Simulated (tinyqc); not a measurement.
Input admittance of a MOSFET at zero drain bias: distributed channel and distributed gate: two steps of the calculation.

Source and drain grounded, strong inversion, w = 2 pi f, Cox = eps0 eox/tox. The channel is an RC line of resistance 1/(mu Cox Vo) per square fed from both ends, so one finger has the intrinsic admittance y = i w Cox L tanh(g)/g per width, g = (1/2) sqrt(i w tau), tau = L^2/(mu Vo). The vertical resistance rv/L is in series with y, the overlaps 2 i w Cov in parallel: y_t = 1/(1/y + rv/L) + 2 i w Cov. The gate strip is a line of Rsh/L per length loaded by y_t, so a finger has Y = y_t Wf tanh(k)/k, k = (Wf/sd) sqrt(y_t Rsh/L); the device has Nf Y.

Inputs (values chosen for the exercise); values of the order met in silicon radio-frequency transistors: relative permittivity of the gate insulator (close to silicon dioxide) eox = 3.9; insulator thickness tox = 3.9 nm; channel length L = 0.45 um; finger width Wf = 6.8 um; number of fingers Nf = 1; channel mobility mu = 220 cm^2/(V s); gate overdrive Vo = 0.21 V; sheet resistance of the gate Rsh = 9.3 ohm/square; vertical resistivity of the gate stack rv = 3.6 ohm um^2; number of ends at which a finger is contacted sd = 1; overlap and fringe capacitance on each side Cov = 0.21 fF/um; frequency f = 4.9 GHz.

Constants: eps0 = 8.8541878128e-14 F/cm where lengths are in cm. Results are converted to the units shown.

Question 1. Low-frequency resistances and capacitance. Low-frequency limits, with c = Cox L and ct = c + 2 Cov: R_strip = Rsh Wf/(3 sd^2 L Nf), R_ch = (c/ct)^2 L/(12 mu Cox Vo Wf Nf), R_vert = (c/ct)^2 rv/(L Wf Nf), C = ct Wf Nf.

Give: parts; sum; C; 1/(2 pi R C).

Answer 1.

parts (ohm): strip 46.844, channel 110.33, vertical 0.96279
sum = 158.13 ohm
C = 29.950 fF
1/(2 pi R C) = 33.605 GHz

The channel term is the largest, 69.8 % of the sum.

Question 2. Input impedance of the device. k and Y as defined; Z = 1/(Nf Y) = R + 1/(i w C); Q = |Im Z|/R; signal at the point farthest from a contact |1/cosh k|.

y_t = 13.66057+133.74673i uS/um

Give: k; Nf Y; R; C; Q; signal at the far point.

Answer 2.

k = 0.2660+0.2402i
Nf Y = 0.1305+0.8997i mS
R = 157.9 ohm
C = 29.84 fF
Q = 6.892
signal at the far point = 0.9922

Numbers from tinyqc (`OMP_NUM_THREADS=1 python tinyqc.py 2262049 2262050 out.jsonl`; about 0.01 s on one thread of a shared Intel Xeon 2.30GHz).
